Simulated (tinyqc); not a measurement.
# Changing the crack length L

Model: wafer bonding and layer transfer: bond energy, gap closing, particles, bonding of dissimilar wafers and hydrogen blisters. Computed by tinyqc, a small Python program. Command: `OMP_NUM_THREADS=1 python tinyqc.py 3023182 3023183 out.jsonl bond sweep`. One thread of a shared host (Intel(R) Xeon(R) Processor @ 2.30GHz), about 0.01 s of CPU time with the checks.

gamma is the energy per area of each of the two surfaces; plates are isotropic, and both wafers have E1 and t1.

Inputs (values chosen for the exercise, with wafer 1 close to silicon):
```
quantity                    value        unit
Young's modulus E1            148         GPa
Poisson ratio nu             0.23           -
thickness t1                  725  micrometre
blade thickness t_b            50  micrometre
particle radius h           0.056  micrometre
radius of a shallow gap R     4.5          mm
half height of the gap h_g     36          nm
```

Pair: two equal wafers.

Method:
- Two cantilevers opened by t_b: gamma = 3 t_b^2 E1 t1^3 E2 t2^3/(16 L^4 (E1 t1^3 + E2 t2^3)).
- E' = E1/(1 - nu^2), equal wafers of thickness t1 assumed. A gap of radius R closes if h_g < h_c: h_c = R^2/sqrt((2/3) E' t1^3/gamma) for R > 2 t1 (plate bending), h_c = 3.6 sqrt(R gamma/E') for R < 2 t1 (local deformation).
- E' = E1/(1 - nu^2), equal wafers assumed. Void radius in the plate regime: R_v = [(2/3) E' t1^3/gamma]^(1/4) h^(1/2). Below h_crit = 5 sqrt(t1 gamma/E') the wafers deform locally and R_v is of the order of h (taken as h).

One run for each value:
```
crack length L (mm)  bond energy gamma (J/m^2)  void radius (micrometre)  closable height h_c (nm)
9.8                                     1.4331                5.6000e-02                    3847.4
11.0                                    0.9029                5.6000e-02                    3053.8
13.0                                    0.4628                5.6000e-02                    2186.4
15.0                                    0.2611                5.6000e-02                    1642.3
18.0                                    0.1259                5.6000e-02                    1140.5
21.0                                    0.0680                5.6000e-02                     837.9
24.0                                    0.0398                5.6000e-02                     641.5
28.0                                    0.0215                1.5511e+03                     471.3
```

Describe and explain the trends.

Over the rows, bond energy gamma (J/m^2) falls from 1.43 to 0.0215 (exponent d ln y / d ln x about -4.0 throughout); void radius (micrometre) rises from 0.0560 to 1550, flat over part of the range; closable height h_c (nm) falls from 3850 to 471 (exponent d ln y / d ln x about -2.0 throughout). The exponent of bond energy gamma stays at -4: beam compliance goes as L^3.

Caution (rows 9.80): the crack is short against the thickness, so root rotation and shear add to the beam formula.
